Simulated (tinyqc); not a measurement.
From results back to parameters: propagation of a band-gap error through k.p and effective-mass formulas.

Problem. A calculation returned the electron mass below. With 1/me = 1 + Ep (E + 2 Dso/3)/(E (E + Dso)) and the given Ep and Dso, which gap E did it have, and by what factor is exp(-E/2kT) off against the gap Eg?

Constants: kB = 8.617333262e-05 eV/K.

Values chosen for the exercise (reference values near those of CdTe, gap at low temperature; not measured data):
```
symbol  value  unit  meaning
Eg      1.597  eV    gap at Gamma to the s-like level
Dso     0.923  eV    spin-orbit splitting
Ep      18.9   eV    Kane energy
T       300    K     temperature
```

me = 0.0341837 m0

Find: X = 1/me - 1; E; log10 of the factor.
Solution. X E^2 + (X Dso - Ep) E - (2/3) Ep Dso = 0 has one positive root; the factor is exp((Eg - E)/2kT).

X = 1/me - 1 = 28.254
E = 0.527 eV
log10 of the factor = 8.99

(tinyqc, `OMP_NUM_THREADS=1 python tinyqc.py 1881280 1881281 out.jsonl`, Intel(R) Xeon(R) Processor @ 2.30GHz, 1 thread, shared host, about 0.01 s.)
